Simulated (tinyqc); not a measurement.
Inside a calculation. Method: G0W0 on RHF in the sto-6g basis, for BeH2, spin multiplicity 1. Computed by tinyqc, a small Python program that keeps every step (integrals from PySCF). Settings: charge = 0, multiplicity = 1, basis = sto-6g, method = RHF, energy threshold = 1e-10, iteration cap = 64, orthogonalisation = symmetric, start = atomic densities, DIIS depth = 6. Command: `OMP_NUM_THREADS=1 python tinyqc.py 27953 27954 out.jsonl` (the two numbers bound the seeds that draw the settings). One thread of a shared host (Intel(R) Xeon(R) Processor @ 2.60GHz), about 0.2 s of CPU time with the checks. The early iterations of the SCF are left out here.

## One-electron integrals

Geometry (angstrom):
```
atom         x          y         z
Be    0.000000   0.000000  0.000000
H     0.000000   1.537000  0.000000
H     0.000000  -1.537000  0.000000
```

Basis sto-6g: exponents (1/bohr^2) and contraction coefficients of normalised primitives:
```
element  l (shell)    exponent  coefficient
Be           s (1)  312.870494     0.009164
Be           s (1)   57.364463     0.049361
Be           s (1)   16.048509     0.168538
Be           s (1)    5.513096     0.370563
Be           s (1)    2.140897     0.416492
Be           s (1)    0.881739     0.130334
Be           s (2)   13.633247    -0.013253
Be           s (2)    2.698375    -0.046992
Be           s (2)    0.838653    -0.033785
Be           s (2)    0.322660     0.250242
Be           s (2)    0.140131     0.595117
Be           s (2)    0.064233     0.240706
Be           p (3)   13.633247     0.003760
Be           p (3)    2.698375     0.037679
Be           p (3)    0.838653     0.173897
Be           p (3)    0.322660     0.418036
Be           p (3)    0.140131     0.425860
Be           p (3)    0.064233     0.101708
H            s (1)   35.523221     0.009164
H            s (1)    6.513144     0.049361
H            s (1)    1.822143     0.168538
H            s (1)    0.625955     0.370563
H            s (1)    0.243077     0.416492
H            s (1)    0.100112     0.130334
```

Overlap, kinetic and nuclear-attraction integrals over the contracted functions; the nuclear repulsion is the sum of Za Zb / Rab.

nuclear repulsion = 2.92648425 hartree

overlap S, lower triangle:
```
           1Be 1s    1Be 2s   1Be 2px    1Be 2py   1Be 2pz     2H 1s     3H 1s
1Be 1s   1.000000
1Be 2s   0.254764  1.000000
1Be 2px  0.000000  0.000000  1.000000
1Be 2py  0.000000  0.000000  0.000000   1.000000
1Be 2pz  0.000000  0.000000  0.000000   0.000000  1.000000
2H 1s    0.046509  0.384016  0.000000   0.464332  0.000000  1.000000
3H 1s    0.046509  0.384016  0.000000  -0.464332  0.000000  0.018973  1.000000
```

kinetic energy T (hartree), lower triangle:
```
            1Be 1s    1Be 2s   1Be 2px    1Be 2py   1Be 2pz      2H 1s     3H 1s
1Be 1s    6.768753
1Be 2s   -0.207382  0.220121
1Be 2px   0.000000  0.000000  0.661265
1Be 2py   0.000000  0.000000  0.000000   0.661265
1Be 2pz   0.000000  0.000000  0.000000   0.000000  0.661265
2H 1s    -0.012760  0.042396  0.000000   0.134191  0.000000   0.768522
3H 1s    -0.012760  0.042396  0.000000  -0.134191  0.000000  -0.005149  0.768522
```

nuclear attraction V (hartree), lower triangle:
```
             1Be 1s     1Be 2s    1Be 2px    1Be 2py    1Be 2pz      2H 1s      3H 1s
1Be 1s   -15.403376
1Be 2s    -1.826159  -2.963092
1Be 2px    0.000000   0.000000  -2.900057
1Be 2py    0.000000   0.000000   0.000000  -3.088891
1Be 2pz    0.000000   0.000000   0.000000   0.000000  -2.900057
2H 1s     -0.362092  -1.053306   0.000000  -1.247504   0.000000  -2.784160
3H 1s     -0.362092  -1.053306   0.000000   1.247504   0.000000  -0.058684  -2.784160
```

core Hamiltonian H = T + V (hartree), lower triangle:
```
            1Be 1s     1Be 2s    1Be 2px    1Be 2py    1Be 2pz      2H 1s      3H 1s
1Be 1s   -8.634623
1Be 2s   -2.033541  -2.742971
1Be 2px   0.000000   0.000000  -2.238792
1Be 2py   0.000000   0.000000   0.000000  -2.427626
1Be 2pz   0.000000   0.000000   0.000000   0.000000  -2.238792
2H 1s    -0.374851  -1.010910   0.000000  -1.113313   0.000000  -2.015638
3H 1s    -0.374851  -1.010910   0.000000   1.113313   0.000000  -0.063834  -2.015638
```

## Two-electron integrals

Functions are numbered as in S; the eight-fold symmetry (ij|kl) = (ji|kl) = (kl|ij) leaves the list below.

Two-electron integrals (ij|kl) in chemists' order, unique and non-zero (hartree):
```
(11|11) 2.299996    (21|11) 0.361879    (21|21) 0.071926    (22|11) 0.570332
(22|21) 0.139654    (22|22) 0.417773    (31|31) 0.015252    (32|31) 0.022555
(32|32) 0.092340    (33|11) 0.570332    (33|21) 0.139654    (33|22) 0.417773
(33|33) 0.450117    (41|41) 0.015252    (42|41) 0.022555    (42|42) 0.092340
(43|43) 0.024258    (44|11) 0.570332    (44|21) 0.139654    (44|22) 0.417773
(44|33) 0.401601    (44|44) 0.450117    (51|51) 0.015252    (52|51) 0.022555
(52|52) 0.092340    (53|53) 0.024258    (54|54) 0.024258    (55|11) 0.570332
(55|21) 0.139654    (55|22) 0.417773    (55|33) 0.401601    (55|44) 0.401601
(55|55) 0.450117    (61|11) 0.067631    (61|21) 0.013066    (61|22) 0.025315
(61|33) 0.025105    (61|41) 0.001295    (61|42) 0.002529    (61|44) 0.025733
(61|55) 0.025105    (61|61) 0.002511    (62|11) 0.174267    (62|21) 0.043419
(62|22) 0.142818    (62|33) 0.137299    (62|41) 0.006032    (62|42) 0.036483
(62|44) 0.153855    (62|55) 0.137299    (62|61) 0.008751    (62|62) 0.074810
(63|31) 0.004027    (63|32) 0.018712    (63|43) 0.006202    (63|63) 0.006549
(64|11) 0.191538    (64|21) 0.048295    (64|22) 0.165833    (64|33) 0.156104
(64|41) 0.009707    (64|42) 0.056739    (64|44) 0.185292    (64|55) 0.156104
(64|61) 0.010183    (64|62) 0.098564    (64|64) 0.133587    (65|51) 0.004027
(65|52) 0.018712    (65|54) 0.006202    (65|65) 0.006549    (66|11) 0.342875
(66|21) 0.087107    (66|22) 0.320628    (66|33) 0.297747    (66|41) 0.013738
(66|42) 0.108296    (66|44) 0.366390    (66|55) 0.297747    (66|61) 0.018095
(66|62) 0.216648    (66|64) 0.302217    (66|66) 0.774999    (71|11) 0.067631
(71|21) 0.013066    (71|22) 0.025315    (71|33) 0.025105    (71|41) -0.001295
(71|42) -0.002529   (71|44) 0.025733    (71|55) 0.025105    (71|61) 0.002272
(71|62) 0.007231    (71|64) 0.007756    (71|66) 0.014357    (71|71) 0.002511
(72|11) 0.174267    (72|21) 0.043419    (72|22) 0.142818    (72|33) 0.137299
(72|41) -0.006032   (72|42) -0.036483   (72|44) 0.153855    (72|55) 0.137299
(72|61) 0.007231    (72|62) 0.037643    (72|64) 0.040133    (72|66) 0.079920
(72|71) 0.008751    (72|72) 0.074810    (73|31) 0.004027    (73|32) 0.018712
(73|43) -0.006202   (73|63) 0.002544    (73|73) 0.006549    (74|11) -0.191538
(74|21) -0.048295   (74|22) -0.165833   (74|33) -0.156104   (74|41) 0.009707
(74|42) 0.056739    (74|44) -0.185292   (74|55) -0.156104   (74|61) -0.007756
(74|62) -0.040133   (74|64) -0.041451   (74|66) -0.084449   (74|71) -0.010183
(74|72) -0.098564   (74|74) 0.133587    (75|51) 0.004027    (75|52) 0.018712
(75|54) -0.006202   (75|65) 0.002544    (75|75) 0.006549    (76|11) 0.010675
(76|21) 0.002591    (76|22) 0.007808    (76|33) 0.007653    (76|44) 0.008119
(76|55) 0.007653    (76|61) 0.000473    (76|62) 0.002833    (76|64) 0.003383
(76|66) 0.006813    (76|71) 0.000473    (76|72) 0.002833    (76|74) -0.003383
(76|76) 0.000150    (77|11) 0.342875    (77|21) 0.087107    (77|22) 0.320628
(77|33) 0.297747    (77|41) -0.013738   (77|42) -0.108296   (77|44) 0.366390
(77|55) 0.297747    (77|61) 0.014357    (77|62) 0.079920    (77|64) 0.084449
(77|66) 0.172136    (77|71) 0.018095    (77|72) 0.216648    (77|74) -0.302217
(77|76) 0.006813    (77|77) 0.774999
```

## Orthogonalisation

S = U s U^T; symmetric (Loewdin) form X = U s^(-1/2) U^T, so that X^T S X = 1.

eigenvalues of S: 0.333780  0.431192  0.953003  1.000000  1.000000  1.634779  1.647246

X, lower triangle:
```
            1Be 1s     1Be 2s   1Be 2px    1Be 2py   1Be 2pz      2H 1s     3H 1s
1Be 1s    1.027304
1Be 2s   -0.147369   1.172186
1Be 2px   0.000000   0.000000  1.000000
1Be 2py   0.000000   0.000000  0.000000   1.248146
1Be 2pz   0.000000   0.000000  0.000000   0.000000  1.000000
2H 1s     0.019060  -0.239438  0.000000  -0.336456  0.000000   1.195878
3H 1s     0.019060  -0.239438  0.000000   0.336456  0.000000  -0.066016  1.195878
```

## Iteration 7 (converged): orbitals

converged F (hartree), lower triangle:
```
            1Be 1s     1Be 2s   1Be 2px    1Be 2py   1Be 2pz      2H 1s      3H 1s
1Be 1s   -4.599530
1Be 2s   -1.249630  -0.569145
1Be 2px   0.000000   0.000000  0.210255
1Be 2py   0.000000   0.000000  0.000000  -0.160459
1Be 2pz   0.000000   0.000000  0.000000   0.000000  0.210255
2H 1s    -0.232626  -0.346359  0.000000  -0.307011  0.000000  -0.246330
3H 1s    -0.232626  -0.346359  0.000000   0.307011  0.000000  -0.019530  -0.246330
```

Diagonalise F' = X^T F X, C = X C', fill 3 alpha and 3 beta electrons from the bottom; D = 2 C_occ C_occ^T. Each column has its largest component positive (the first on a tie).

F' = X^T F X (hartree), lower triangle:
```
           1          2         3          4         5          6         7
1  -4.502640
2  -0.659029  -0.124648
3   0.000000   0.000000  0.210255
4   0.000000   0.000000  0.000000   0.214390
5   0.000000   0.000000  0.000000   0.000000  0.210255
6  -0.014330  -0.285009  0.000000  -0.389382  0.000000   0.046748
7  -0.014330  -0.285009  0.000000   0.389382  0.000000  -0.077165  0.046748
```

orbital energies (hartree): MO1 -4.601061, MO2 -0.424074, MO3 -0.383373, MO4 0.210255, MO5 0.210255, MO6 0.367430, MO7 0.721676

coefficients C:
```
               MO1        MO2        MO3        MO4       MO5        MO6        MO7
1Be 1s    0.994744  -0.202941   0.000000   0.000000  0.000000  -0.217019   0.000000
1Be 2s    0.020879   0.594467   0.000000   0.000000  0.000000   1.075440   0.000000
1Be 2px   0.000000   0.000000   0.000000  -0.072963  0.997335   0.000000   0.000000
1Be 2py   0.000000   0.000000   0.495711   0.000000  0.000000   0.000000   1.240381
1Be 2pz   0.000000   0.000000   0.000000   0.997335  0.072963   0.000000   0.000000
2H 1s    -0.002515   0.396265   0.428305   0.000000  0.000000  -0.734137  -0.852024
3H 1s    -0.002515   0.396265  -0.428305   0.000000  0.000000  -0.734137   0.852024
```

D after iteration 7, lower triangle:
```
            1Be 1s    1Be 2s   1Be 2px    1Be 2py   1Be 2pz      2H 1s     3H 1s
1Be 1s    2.061399
1Be 2s   -0.199745  0.707653
1Be 2px   0.000000  0.000000  0.000000
1Be 2py   0.000000  0.000000  0.000000   0.491460
1Be 2pz   0.000000  0.000000  0.000000   0.000000  0.000000
2H 1s    -0.165839  0.471028  0.000000   0.424632  0.000000   0.680956
3H 1s    -0.165839  0.471028  0.000000  -0.424632  0.000000  -0.052827  0.680956
```

Within a degenerate level the vectors are fixed only up to a rotation; this is one choice.

## Convergence

Stop when the energy changes by less than 1e-10 hartree and every element of the error matrix X^T (F D S - S D F) X is below 3e-06.

Course of the cycle:
```
iteration   E (hartree)     change  largest element of the error matrix
1          -15.46378192          -                             2.78e-01
2          -15.66612541  -2.02e-01                             1.05e-01
3          -15.68449531  -1.84e-02                             1.63e-02
4          -15.68529963  -8.04e-04                             7.11e-04
5          -15.68530049  -8.61e-07                             1.14e-05
6          -15.68530049  -2.46e-10                             6.76e-07
7          -15.68530049  -6.32e-13                             2.78e-07
```

PySCF RHF in the same basis = -15.68530049 hartree

Converged in 7 iterations.

## Integrals over molecular orbitals

(pq|rs) = sum C_ip C_jq C_kr C_ls (ij|kl), one index at a time.

one-electron integrals over orbitals h = C^T H C (hartree), lower triangle:
```
           1          2          3          4          5          6          7
1  -8.625815
2   0.209696  -2.319325
3   0.000000   0.000000  -2.258136
4   0.000000   0.000000   0.000000  -2.238792
5   0.000000   0.000000   0.000000   0.000000  -2.238792
6   0.212054  -0.244323   0.000000   0.000000   0.000000  -1.917731
7   0.000000   0.000000  -0.310633   0.000000   0.000000   0.000000  -1.862467
```

Two-electron integrals over orbitals (pq|rs), unique and non-zero (hartree):
```
(11|11) 2.280972    (21|11) -0.188463   (21|21) 0.024494    (22|11) 0.462166
(22|21) -0.005754   (22|22) 0.377140    (31|31) 0.005240    (32|31) 0.011247
(32|32) 0.160559    (33|11) 0.424592    (33|21) -0.002116   (33|22) 0.389416
(33|33) 0.412545    (41|41) 0.016025    (42|41) 0.014724    (42|42) 0.047009
(43|43) 0.012697    (44|11) 0.570059    (44|21) -0.006888   (44|22) 0.354638
(44|33) 0.337692    (44|44) 0.450117    (51|51) 0.016025    (52|51) 0.014724
(52|52) 0.047009    (53|53) 0.012697    (54|54) 0.024258    (55|11) 0.570059
(55|21) -0.006888   (55|22) 0.354638    (55|33) 0.337692    (55|44) 0.401601
(55|55) 0.450117    (61|11) -0.200526   (61|21) 0.026687    (61|22) -0.006314
(61|33) -0.002953   (61|44) -0.005439   (61|55) -0.005439   (61|61) 0.029197
(62|11) 0.139196    (62|21) -0.006482   (62|22) -0.016383   (62|33) -0.041579
(62|44) 0.066366    (62|55) 0.066366    (62|61) -0.005783   (62|62) 0.083116
(63|31) -0.000525   (63|32) -0.092159   (63|63) 0.085937    (64|41) 0.016288
(64|42) 0.046706    (64|64) 0.050262    (65|51) 0.016288    (65|52) 0.046706
(65|65) 0.050262    (66|11) 0.472540    (66|21) -0.007248   (66|22) 0.379290
(66|33) 0.389875    (66|44) 0.356451    (66|55) 0.356451    (66|61) -0.007454
(66|62) -0.026517   (66|66) 0.395985    (71|31) 0.009915    (71|32) 0.017818
(71|63) 0.000180    (71|71) 0.018938    (72|31) 0.004417    (72|32) -0.040831
(72|63) 0.062973    (72|71) 0.008211    (72|72) 0.057966    (73|11) 0.149775
(73|21) -0.003943   (73|22) -0.000755   (73|33) -0.018321   (73|44) 0.069207
(73|55) 0.069207    (73|61) -0.003508   (73|62) 0.078750    (73|66) -0.019573
(73|73) 0.087088    (74|43) 0.013343    (74|74) 0.016921    (75|53) 0.013343
(75|75) 0.016921    (76|31) 0.009969    (76|32) 0.140536    (76|63) -0.090749
(76|71) 0.016262    (76|72) -0.048443   (76|76) 0.136498    (77|11) 0.549778
(77|21) -0.007201   (77|22) 0.403940    (77|33) 0.420349    (77|44) 0.379161
(77|55) 0.379161    (77|61) -0.007556   (77|62) -0.020402   (77|66) 0.414134
(77|73) 0.001816    (77|77) 0.458008
```

## Screening: direct RPA

With D = e_a - e_i and K = (ia|jb): diagonalise D^(1/2) (D + 4K) D^(1/2) = Z w^2 Z^T; X + Y = D^(1/2) Z w^(-1/2), each column of Z with its largest component positive (the first on a tie); E_c = (sum w - tr (D + 2K)) / 2.

D^(1/2) (D + 4K) D^(1/2) (hartree^2), lower triangle:
```
           1>4        1>5        1>6        1>7       2>4       2>5       2>6       2>7
1>4  23.457160
1>5   0.000000  23.457160
1>6   0.000000   0.000000  25.266150
1>7   0.000000   0.000000   0.000000  28.734742
2>4   0.102890   0.000000   0.000000   0.000000  0.521651
2>5   0.000000   0.102890   0.000000   0.000000  0.000000  0.521651
2>6   0.000000   0.000000  -0.045873   0.000000  0.000000  0.000000  0.889624
2>7   0.000000   0.000000   0.000000   0.081111  0.000000  0.000000  0.000000  1.578405
3>4   0.000000   0.000000   0.000000   0.000000  0.000000  0.000000  0.000000  0.000000
3>5   0.000000   0.000000   0.000000   0.000000  0.000000  0.000000  0.000000  0.000000
3>6   0.000000   0.000000   0.000000   0.001443  0.000000  0.000000  0.000000  0.233625
3>7   0.000000   0.000000  -0.032876   0.000000  0.000000  0.000000  0.294598  0.000000

          3>4       3>5       3>6       3>7
3>4  0.382544
3>5  0.000000  0.382544
3>6  0.000000  0.000000  0.821792
3>7  0.000000  0.000000  0.000000  1.606083
```

excitation energies w (hartree): 0.618502  0.618502  0.721934  0.721934  0.869168  0.885441  1.282381  1.308269  4.843307  4.843307  5.026558  5.360502

X + Y:
```
             1         2          3          4          5          6          7         8
1>4   0.000000  0.000000  -0.011581  -0.000010   0.000000   0.000000   0.000000  0.000000
1>5   0.000000  0.000000   0.000010  -0.011581   0.000000   0.000000   0.000000  0.000000
1>6   0.000000  0.000000   0.000000   0.000000   0.000000   0.003105   0.000000  0.003841
1>7   0.000000  0.000000   0.000000   0.000000   0.001837   0.000000  -0.005898  0.000000
2>4   0.000000  0.000000   0.937354   0.000839   0.000000   0.000000   0.000000  0.000000
2>5   0.000000  0.000000  -0.000839   0.937354   0.000000   0.000000   0.000000  0.000000
2>6   0.000000  0.000000   0.000000   0.000000   0.000000   0.890059   0.000000  0.262359
2>7   0.000000  0.000000   0.000000   0.000000  -0.313628   0.000000   0.909274  0.000000
3>4   0.979682  0.002807   0.000000   0.000000   0.000000   0.000000   0.000000  0.000000
3>5  -0.002807  0.979682   0.000000   0.000000   0.000000   0.000000   0.000000  0.000000
3>6   0.000000  0.000000   0.000000   0.000000   0.894070   0.000000   0.209015  0.000000
3>7   0.000000  0.000000   0.000000   0.000000   0.000000  -0.376819   0.000000  0.865195

            9        10         11        12
1>4  0.996682  0.000000   0.000000  0.000000
1>5  0.000000  0.996682   0.000000  0.000000
1>6  0.000000  0.000000   0.994204  0.000000
1>7  0.000000  0.000000   0.000000  0.996467
2>4  0.001623  0.000000   0.000000  0.000000
2>5  0.000000  0.001623   0.000000  0.000000
2>6  0.000000  0.000000  -0.000754  0.000000
2>7  0.000000  0.000000   0.000000  0.001381
3>4  0.000000  0.000000   0.000000  0.000000
3>5  0.000000  0.000000   0.000000  0.000000
3>6  0.000000  0.000000   0.000000  0.000029
3>7  0.000000  0.000000  -0.000663  0.000000
```

RPA correlation energy = -0.04524303 hartree

Within a degenerate level the vectors are fixed only up to a rotation; this is one choice.

## G0W0 on Hartree-Fock: HOMO

W(p,q,m) = sqrt2 sum_ia (pq|ia) (X+Y)_ia,m; Sigma_c(x) = sum_(i,m) W^2/(x - e_i + w_m) + sum_(a,m) W^2/(x - e_a - w_m); solve x = e_p + Sigma_c(x) by Newton steps; Z = 1/(1 - dSigma/dx); 1 hartree = 27.211386 eV.

The 12 largest terms at x = e_p (hartree; W for the signs of X + Y given):
```
q   m          W       term
2   5  -0.098371   0.010635
7   8   0.135759  -0.007637
6   7   0.106378  -0.005566
2   7  -0.079894   0.004824
6   5   0.080729  -0.004023
3   6  -0.042587   0.002048
7   6   0.052701  -0.001395
3   8  -0.037860   0.001096
5   2   0.017592  -0.000255
4   1   0.017592  -0.000255
2  12   0.025026   0.000116
1  12   0.013982   0.000020
```

Newton steps (hartree):
```
step          x  Sigma_c(x)         Z
0     -0.383373   -0.000386  0.972744
1     -0.383749   -0.000375  0.972734
2     -0.383749   -0.000375  0.972734
```

quasiparticle energy of the HOMO = -10.442335 eV

Hartree-Fock value = -10.432124 eV

## G0W0 on Hartree-Fock: LUMO

As before.

The 12 largest terms at x = e_p (hartree; W for the signs of X + Y given):
```
q   m          W       term
4   8   0.109274  -0.009127
6   3   0.061648  -0.004323
2   3   0.062075   0.002841
4   6   0.046632  -0.002456
7   1   0.018486  -0.000302
3   1   0.017592   0.000255
6   9   0.023066  -0.000106
2   9   0.020862   0.000079
1   3   0.019256   0.000067
1   9   0.022621   0.000053
4  11  -0.007783  -0.000012
6   4   0.000055  -3.46e-09
```

Newton steps (hartree):
```
step         x  Sigma_c(x)         Z
0     0.210255   -0.013031  0.982997
1     0.197445   -0.012812  0.983302
2     0.197443   -0.012812  0.983302
```

quasiparticle energy of the LUMO = 5.372702 eV

Hartree-Fock value = 5.721322 eV
